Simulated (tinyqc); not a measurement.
## Gate sheet resistance from two finger widths

Inverse problem. At low frequency R = Rsh Wf/(3 L) + B/Wf, where B collects the channel and vertical terms. Find Rsh, B and the width of lowest R.

Inputs (values chosen for the exercise):
- L = 1.7 um (channel length)

input resistance of single fingers, contacted at one end, of width 0.61 and 6.3 um (ohm): 788.00956  87.802241

Solution. R Wf is a straight line in Wf^2; the minimum of R lies where both terms are equal.

Rsh = 9.400 ohm/square
B = 480.0 ohm um
width of lowest R = 16.14 um

Numbers from tinyqc (`OMP_NUM_THREADS=1 python tinyqc.py 2262103 2262104 out.jsonl`; about 0.01 s on one thread of a shared Intel Xeon 2.30GHz).
